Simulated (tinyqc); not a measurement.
# Worked calculation: energy and delay of logic against supply voltage

Computed by the program tinyqc: `OMP_NUM_THREADS=1 python tinyqc.py 2082029 2082030 out.jsonl`, one thread of a shared Intel Xeon 2.30GHz, about 0.01 s for the whole run. Printed values are rounded.

One expression serves below and above threshold: I(Vg) = Ik [ln(1 + exp((Vg - VT + dd V)/(al nf Vt)))]^al, with I_on = I(V) and I_off = I(0). Gate delay td = kd C V/I_on, clock period LD td. Per gate and cycle the switching energy is act C V^2 and the leakage energy I_off V LD td. No short-circuit current, no variation. Minima are sought above 0.09 V; below a few Vt gates no longer switch and the model has no meaning.

Values chosen for this exercise; values of the order met in logic technologies: temperature T = 358 K; threshold voltage at zero drain bias VT = 0.41 V; slope factor nf = 1.4; barrier lowering per volt of supply dd = 0.11; specific current of a gate Ik = 0.85 uA; exponent of the current law al = 1.48; load capacitance of a gate C = 2.8 fF; delay factor kd = 1.1; logic depth LD = 12; activity factor act = 0.01; supply voltage V = 0.88 V.

Constants: q = 1.602176634e-19 C, kB = 1.380649e-23 J/K, Vt = kB T/q. Results are converted to the units shown.

## Currents, delay and energies

I_on, I_off, td, clock frequency 1/(LD td), both energies and their sum.

I_on = 21.4857 uA
I_off = 0.599341 nA
td = 126.149 ps
clock frequency = 0.660595 GHz
switching energy = 21.6832 aJ
leakage energy = 0.798402 aJ
energy = 22.4816 aJ

I_on/I_off = 35800; leakage makes up 3.55 % of the energy.

## Starting value

V = 0.4 V.

V at the start = 0.4 V

## Iteration 1: new V

Minimum-energy supply: E(V) is the energy per gate and cycle; with h = 0.001 V, E' = (E(V + h) - E(V - h))/(2 h), E'' = (E(V - h) - 2 E(V) + E(V + h))/h^2, V(new) = V - E'/E''.

E' = 11.5344 aJ/V
E'' = 228.107 aJ/V^2
V after iteration 1 = 0.349434 V

## Iteration 2: new V

As before.

E' = -4.71112 aJ/V
E'' = 440.478 aJ/V^2
V after iteration 2 = 0.360130 V

## Iteration 3: new V

As before.

E' = -0.321211 aJ/V
E'' = 381.824 aJ/V^2
V after iteration 3 = 0.360971 V

## Course of the iteration

Stop when the step is below 1e-9 V, or after 40 iterations.

Course of the iteration:
```
iteration,V before the step (V),step (V)
1,0.4,-0.0506
2,0.349434,0.0107
3,0.360130,8.41e-4
4,0.360971,4.74e-6
5,0.360976,7.60e-11
```

Converged in 5 iterations. There leakage makes up 33.4 % of the energy and the clock runs at 31.6 MHz.
